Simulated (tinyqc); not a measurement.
What each parameter does: two-dimensional electron gas with Rashba and Dresselhaus coupling.

H = c k^2/m + al (ky sx - kx sy) + b1 (kx sx - ky sy) + gam kx ky (kx sy - ky sx), s the Pauli matrices, x = [100], c = hbar^2/2m0, b1 = gam (pi/L)^2 (hard walls). H = c k^2/m + B.s, so E = c k^2/m -/+ |B| and the lower state has its spin along -B.

Constants: hbar^2/2m0 = 3.80998211 eV angstrom^2.

Inputs chosen for the exercise (of the size met in InGaAs; shifted at random, so the results belong to these values and not to a real crystal): m = 0.0392 m0 (mass); al = 0.12 eV angstrom (Rashba constant); gam = 22 eV angstrom^3 (bulk Dresselhaus constant); L = 217 angstrom (width of the (001) well); n = 4.4 1e11/cm^2 (sheet density (one subband filled)).

Splittings 2|B| at k0 = sqrt(2 pi n) along [100], [110] and [-110], and E0 = c k0^2/m; 1e11/cm^2 = 1e-5/angstrom^2.

Results for these values:
```
case  [100] (meV)  [110] (meV)  [-110] (meV)  E0 (meV)
base       3.9934       4.0427        3.9383     26.87
```

What happens to each result for n = 6.6 1e11/cm^2, all else kept?

Answer: [100] rises from 3.9934 to 4.8910; [110] rises from 4.0427 to 4.8894; [-110] rises from 3.9383 to 4.8853; E0 rises from 26.87 to 40.31.

The same for each parameter in turn:
```
case                      [100] (meV)  [110] (meV)  [-110] (meV)  E0 (meV)
base                           3.9934       4.0427        3.9383     26.87
m = 0.04312 m0                 3.9934       4.0427        3.9383     24.43
al = 0.144 eV angstrom         4.7911       4.8408        4.7364     26.87
gam = 26.4 eV angstrom^3       3.9947       4.0532        3.9279     26.87
L = 237 angstrom               3.9926       4.0179        3.9631     26.87
n = 6.6 1e11/cm^2              4.8910       4.8894        4.8853     40.31
```

Computed by tinyqc, a small Python program: `OMP_NUM_THREADS=1 python tinyqc.py 1481485 1481486 out.jsonl` (the numbers bound the seed that draws the inputs); one thread of a shared host (Intel(R) Xeon(R) Processor @ 2.30GHz), about 0.01 s for the whole set of steps.
